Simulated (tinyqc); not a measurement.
From one set of inputs to another, one input at a time: Hall effect and magnetoresistance of several carrier groups with constant relaxation times. Computed by tinyqc, a small Python program. Command: `OMP_NUM_THREADS=1 python tinyqc.py 3021812 3021813 out.jsonl hall2 ladder`. One thread of a shared host (Intel(R) Xeon(R) Processor @ 2.30GHz), about 0.01 s of CPU time with the checks.

Group 1 has charge -e and group 2 charge +e; s_i is that sign. B lies along z; mu B is formed with mu in m^2/(V s).

The inputs printed are set A. Inputs not listed in the table keep their values of set A, so the rows need not describe a real material.

Inputs (values chosen for the exercise, for a model conductor):

| quantity | value | unit |
|---|---|---|
| density n1 | 6.9e+13 | 1/cm^2 |
| mobility mu1 | 43000 | cm^2/(V s) |
| density n2 | 1.8e+14 | 1/cm^2 |
| mobility mu2 | 8000 | cm^2/(V s) |
| magnetic field B | 10 | T |

Carriers: electrons and holes. Densities: per area (a thin layer).

Constants: e = 1.602176634e-19 C.

Method. sigma_xx = sum n_i e mu_i/(1 + mu_i^2 B^2); sigma_xy = sum s_i n_i e mu_i^2 B/(1 + mu_i^2 B^2). rho_xx = sigma_xx/(sigma_xx^2 + sigma_xy^2); Hall coefficient R_H = sigma_xy/(B (sigma_xx^2 + sigma_xy^2)), with B in V s/cm^2 (1 T = 1e-4 V s/cm^2); magnetoresistance MR = rho_xx(B)/rho_xx(0) - 1. Apparent density 1/(e |R_H|); Hall mobility |R_H|/rho_xx.

Each row keeps all changes above it:

| input moved | from | to | magnetoresistance MR (%) | apparent density (1/cm^2) | Hall mobility (cm^2/(V s)) |
|---|---|---|---|---|---|
| set A | - | - | 752.2 | 1.135e+14 | 4557 |
| mobility mu1 (cm^2/(V s)) | 43000 | 24000 | 526.5 | 1.141e+14 | 4330 |
| magnetic field B (T) | 10 | 1.2 | 218.1 | 5.253e+14 | 1853 |
| density n1 (1/cm^2) | 6.9e+13 | 4e+12 | 10.8 | 1.832e+14 | 7565 |
| mobility mu2 (cm^2/(V s)) | 8000 | 2000 | 27.2 | 2.904e+14 | 1234 |
| density n2 (1/cm^2) | 1.8e+14 | 4.2e+13 | 97.7 | 9.175e+13 | 992 |

Where does the difference come from?

Magnetoresistance MR goes from 752 to 97.7, a factor 0.130 in all. The largest single move comes from density n1 (a factor 0.0497), and density n2 works against it (a factor 3.59). Apparent density goes from 1.13e14 to 9.18e13, a factor 0.809 in all. The largest single move comes from magnetic field B (a factor 4.60), but it runs against the net change; the largest move in the direction of the net change is density n2 (a factor 0.316). Hall mobility goes from 4560 to 992, a factor 0.218 in all. The largest single move comes from mobility mu2 (a factor 0.163), and density n1 works against it (a factor 4.08). The single moves hold for this order of the switches; the total does not depend on the order.

Extremes, crossings and ranges named in words are read from the listed rows.
